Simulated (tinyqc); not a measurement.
Polycrystal bounds against single-crystal directions: anisotropic elasticity and sound waves of a cubic crystal. Computed by tinyqc, a small Python program. Command: `OMP_NUM_THREADS=1 python tinyqc.py 3015907 3015908 out.jsonl cubicelastic walk`. One thread of a shared host (Intel(R) Xeon(R) Processor @ 2.30GHz), about 0.01 s of CPU time with the checks.

Voigt order 1..6 = xx, yy, zz, yz, xz, xy, with engineering shear strains. The rotated frame has x' as named, z' along the wafer normal and y' = z' x x'.

Inputs (values chosen for the exercise, modelled on indium arsenide): C11 = 83.54 GPa; C12 = 44.96 GPa; C44 = 39.69 GPa.

Frame: (001) wafer, x' along [110].

Method. S11 = (C11 + C12)/D, S12 = -C12/D, D = (C11 - C12)(C11 + 2 C12), S44 = 1/C44. Zener ratio A = 2 C44/(C11 - C12); S0 = S11 - S12 - S44/2; H = 2 C44 + C12 - C11. B = (C11 + 2 C12)/3; Voigt G = (C11 - C12 + 3 C44)/5; Reuss G = 5/(4 (S11 - S12) + 3 S44); Hill is their mean; E = 9BG/(3B + G), nu = (3B - 2G)/(6B + 2G). Along <hkl>, with g = 0, 1/4, 1/3: 1/E = S11 - 2 S0 g; for a film with that normal C33 = C11 + 2 H g and M = [6B - (3B - C33) - (3B - C33)^2/C33]/2.

S11 = 19.2018 1/TPa

S12 = -6.71838 1/TPa

S44 = 25.1953 1/TPa

S0 = 13.3225 1/TPa

H = 40.8 GPa

Zener ratio A = 2.05754

bulk modulus B = 57.82 GPa

Averages:

| average | G (GPa) | E (GPa) | nu |
|---|---|---|---|
| Voigt | 31.530 | 80.041 | 0.26928 |
| Reuss | 27.891 | 72.084 | 0.29222 |
| Hill | 29.711 | 76.098 | 0.28065 |

Directions:

| direction | E (GPa) | biaxial modulus M (GPa) |
|---|---|---|
| <100> | 52.078 | 80.11 |
| <110> | 79.742 | 115.45 |
| <111> | 96.898 | 124.34 |

What follows from these numbers?

The bounds on G differ by 13 %, while E varies by a factor 1.86 with direction; with A above 1 the stiffest axis is <111>. Under a fixed mismatch strain, grains with a <100> normal store the least energy.

Extremes, crossings and ranges named in words are read from the listed rows.
